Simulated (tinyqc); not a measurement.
# Worked calculation: surface potential of a MOS transistor: implicit equation and explicit approximations

tinyqc, about 0.01 s, one thread, Intel Xeon 2.30GHz (shared host): `OMP_NUM_THREADS=1 python tinyqc.py 2122117 2122118 out.jsonl` Printed values are rounded.

p-type body, charge-sheet picture, depletion and inversion only, full ionisation (an idealisation for deep acceptors), Boltzmann statistics (rough once Na exp(x - xn) passes about Nc/7). In units of Vt: xg = (Vg - Vfb)/Vt, x = psi/Vt, G = gamma/sqrt(Vt), xn = (2 phiF + Vc)/Vt. The implicit equation is (xg - x)^2 = G^2 [x - 1 + exp(x - xn)] for x above about 3. Cox = eps0 eox/tox.

Inputs (values chosen for the exercise); band and dielectric values close to those of silicon:
```
symbol,value,unit,meaning
T,300,K,temperature
Eg,1.11,eV,band gap
eps_r,11.6,,relative permittivity
Nc,2.76e19,cm^-3,conduction-band density of states at T
Nv,2.61e19,cm^-3,valence-band density of states at T
eox,3.9,,relative permittivity of the gate insulator (close to silicon dioxide)
tox,1.7,nm,insulator thickness
Na,3.3e17,cm^-3,acceptor density
Vfb,-0.48,V,flat-band voltage
Vc,0.2,V,channel-body voltage
Vg,0.49,V,gate-body voltage
```

Constants: q = 1.602176634e-19 C, kB = 1.380649e-23 J/K, Vt = kB T/q, eps0 = 8.8541878128e-14 F/cm where lengths are in cm. Results are converted to the units shown.

## Scales

ni = sqrt(Nc Nv) exp(-Eg/(2 Vt)), Eg in volts; phiF = Vt ln(Na/ni); gamma = sqrt(2 q eps0 eps_r Na)/Cox; VT = Vfb + Vt (xn + G sqrt(xn - 1)).

phiF = 0.441289 V
gamma = 0.162243 V^0.5
G = 1.00906
xn = 41.8760
VT = 0.769359 V
xg = 37.5213

## Explicit approximation

Depletion value a = 1 + [sqrt(G^2/4 + xg - 1) - G/2]^2; inversion value b = xn + ln[(xg - xn)^2/G^2 - xn + 1] and first guess y = min(a, b) - ln(1 + exp(-|a - b|)) if a > xn + 1, else b = y = a; one second-order correction with D = exp(y - xn), p = 2 (xg - y) + G^2 (1 + D), w = (xg - y)^2 - G^2 (y - 1 + D): z = y + 2 w/(p + sqrt(p^2 - 2 (2 - G^2 D) w)), or the Newton step z = y + w/p where the root is not real.

a = 31.9111
b = 31.9111
y = 31.9111
p = 12.2386
w = -4.78789e-5
z = 31.9111

The root of the implicit equation is x = 31.9111; y misses it by 3.9e-6 and z by 0, in units of Vt.

## Starting value

x = y rounded to two decimals.

x at the start = 31.91

## Iteration 1: new x

D = exp(x - xn), f = (xg - x)^2 - G^2 (x - 1 + D), f' = -2 (xg - x) - G^2 (1 + D), x(new) = x - f/f'.

D = 4.69707e-5
f = 0.0134393
f' = -12.2408
x after iteration 1 = 31.9111

## Iteration 2: new x

As before.

D = 4.70223e-5
f = 1.20537e-6
f' = -12.2386
x after iteration 2 = 31.9111

## Course of the iteration

Stop when the step is below 1e-11, or after 60 iterations.

Course of the iteration:
```
iteration  x before the step     step
1                      31.91  1.10e-3
2                    31.9111  9.85e-8
3                    31.9111        0
```

Converged in 3 iterations.

## Potential, charges and gate control

converged x = 31.9111

psi = Vt x; N_dep = Cox Vt G sqrt(x - 1)/q; N_inv = (Cox Vt G/q) [sqrt(x - 1 + exp(x - xn)) - sqrt(x - 1)]; dpsi/dVg = 1/[1 + G^2 (1 + exp(x - xn))/(2 (xg - x))].

psi = 0.824966 V
N_dep = 1.83876e12 cm^-2
N_inv = 1.3986e6 cm^-2
dpsi/dVg = 0.916799

psi lies 10 Vt below 2 phiF + Vc.
